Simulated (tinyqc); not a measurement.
Thin-film optics by transfer matrices: one step. Layer matrices and their product. Three cases, with inputs chosen for the exercise.

Task: Form each matrix and multiply from the top down.

Indices N = n + i k. Snell: N0 sin(theta) = N_j sin(theta_j), with Im(N_j cos theta_j) >= 0. Admittance y_j = N_j cos theta_j for s and N_j/cos theta_j for p. Phase delta_j = 2 pi N_j cos theta_j d_j/lambda. Layer matrix [[cos delta, -i sin delta/y], [-i y sin delta, cos delta]], multiplied from the top down to M. (B, C) = M (1, y_sub); r = (y0 B - C)/(y0 B + C), R = |r|^2, T = 4 Re y0 Re y_sub/|y0 B + C|^2, absorbed in the films 1 - R - T.

Case 1.

y_j: ambient 2.000000, film 1 2.024790+0.008617i, substrate 0.198495+2.925051i

delta_j (rad): film 1 13.121202+0.107804i

Case 2.

y_j: ambient 1.414214, film 1 1.809943, substrate 4.021727+0.037348i

delta_j (rad): film 1 6.404478

Case 3.

y_j: ambient 1.000000, film 1 2.319000+0.005000i, substrate 0.191000+2.970000i

delta_j (rad): film 1 4.758981+0.010261i

Give: M.

Result:

Case 1.

M:
$$\begin{pmatrix}
0.8549-0.0569i & 0.0442-0.2619i \\
0.1905-1.0721i & 0.8549-0.0569i
\end{pmatrix}$$

Case 2.

M:
$$\begin{pmatrix}
0.9927 & -0.0669i \\
-0.2190i & 0.9927
\end{pmatrix}$$

Case 3.

M:
$$\begin{pmatrix}
0.0466+0.0102i & 0.0011+0.4308i \\
-0.0039+2.3166i & 0.0466+0.0102i
\end{pmatrix}$$

Each matrix has determinant 1, and so has M.

Computed by tinyqc, one run a case: `OMP_NUM_THREADS=1 python tinyqc.py N N+1 out.jsonl` with N = 1650362, 1650586, 1651328; one thread of a shared Intel(R) Xeon(R) Processor @ 2.30GHz, about 0.02 s a run at most.
